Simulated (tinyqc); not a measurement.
Microkinetic model of low-temperature epitaxy from hydride gases: adsorption, hydrogen desorption and rate control: one step, computed by the program tinyqc. Command: `OMP_NUM_THREADS=1 python tinyqc.py 3029555 3029556 out.jsonl hepi walk`. One thread of a shared host (Intel(R) Xeon(R) Processor @ 2.30GHz), about 0.01 s of CPU time with the checks.

Each hydride molecule needs two free sites and leaves four hydrogen atoms, of which two leave at once as H2; theta is the hydrogen coverage, the site density is 6.78 per nm^2 and one layer is 1.358 angstrom thick.

Problem. Coverage and growth rate. With k the hydride and k_H the hydrogen adsorption rate on free pairs and k_d the desorption rate, steady state: 2 (k + k_H)(1 - theta)^2 = k_d theta; growth rate R = k (1 - theta)^2 layers/s; 1 layer/s = 8.148 nm/min. With c = 2 (k + k_H)/k_d the free share is 1 - theta = 2/(1 + sqrt(1 + 4c)).

Inputs (values chosen for the exercise, close to those used for silane on Si(001)): temperature T = 530 C.

Film: silicon. Order of hydrogen desorption: first.

k = 0.3409802 1/s

k_H = 0.2894392 1/s

k_d = 1.128735 1/s

Give: c; hydrogen coverage theta; growth rate R in layers; growth rate G.

Solution.

c = 1.117

hydrogen coverage theta = 0.4009

growth rate R in layers = 0.1224 layers/s

growth rate G = 0.9972 nm/min

Adsorption and desorption share control.
